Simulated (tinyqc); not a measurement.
Worked calculation: linear model of a band gap against the share of exact exchange. Values are carried at full precision from step to step, so a last printed digit may differ when a step is redone from the rounded ones.

E(alpha) = E0 + S alpha. A wider gap screens less, modelled in the Penn form eps(alpha) = 1 + (e0 - 1)(EP/(EP + S alpha))^2 with a scale EP chosen for the exercise. A dielectric-dependent hybrid takes alpha = 1/eps.

Parameters, chosen for this exercise (of the order of those of GaP; shifted at random, so the results belong to these values and not to a real crystal): E0 = 1.65 eV (gap of the semi-local functional); S = 5.46 eV (slope dE/d(alpha)); e0 = 9.92 (optical dielectric constant at alpha = 0); EP = 10.6 eV (energy scale of the screening); Et = 2.31 eV (target gap); a_start = 0.25 (starting alpha); fv = 0.66 (share of the opening taken by the valence edge); Ed = 1.39 eV (defect level above the semi-local valence top); cd = 0 (shift of the level per unit opening, on the scale of the mean potential).

## Fixed shares

Gap, error against the target and eps for alpha = 0, 0.25 and 1/e0; and the alpha that meets the target, (Et - E0)/S.

Results:
```
alpha   E (eV)  E - Et (eV)    eps
0.0000   1.650       -0.660  9.920
0.2500   3.015        0.705  8.001
0.1008   2.200       -0.110  9.061
```

alpha for the target = 0.1209

A quarter of exact exchange overshoots the target by 0.70 eV: the material needs 0.121, and 1/e0 = 0.101 lies closer to it than 0.25 does.

## Self-consistent share

Iterate alpha -> 1/eps(alpha) seven times from a_start. The fixed point solves alpha eps(alpha) = 1; the contraction factor there is 2 (eps - 1) S/((EP + S alpha) eps^2).

Iterates:
```
step    alpha     eps  E (eV)
0     0.25000  8.0009  3.0150
1     0.12499  8.8736  2.3324
2     0.11269  8.9681  2.2653
3     0.11151  8.9773  2.2588
4     0.11139  8.9782  2.2582
5     0.11138  8.9783  2.2581
6     0.11138  8.9783  2.2581
7     0.11138  8.9783  2.2581
```

fixed point = 0.11138
contraction factor = 0.0964

The factor is positive, so the iterates approach from one side, the error shrinking to 0.10 of itself each step; the gap is within 0.01 eV of its limit from step 2. Self-consistency moves the gap by +0.058 eV against the one-shot choice 1/e0, since a wider gap screens less.

## Band edges and a deep level

The opening c = S alpha lowers the valence top by fv c and raises the conduction edge by (1 - fv) c, both against the mean potential; the level moves by cd c. Use the fixed point. Compare with stretching the level in proportion to the gap and with pinning it to either edge.

opening c = 0.608 eV

shifts of the valence and conduction edges (eV): [-0.401, 0.207]

level above the valence top = 1.791 eV
level below the conduction edge = 0.467 eV

level above the valence top: stretched, tied to the valence edge, tied to the conduction edge (eV): [1.902, 1.390, 1.998]

The three recipes err by +0.11, -0.40 and +0.21 eV against alignment through the mean potential. A localised level with cd = 0 stays put while the edges move away from it.

## Checks

- Fixed point by bisection against 60 substitutions: both 0.11138.

Program tinyqc; command `OMP_NUM_THREADS=1 python tinyqc.py 1881191 1881192 out.jsonl`; about 0.01 s on one thread of a shared Intel(R) Xeon(R) Processor @ 2.30GHz.
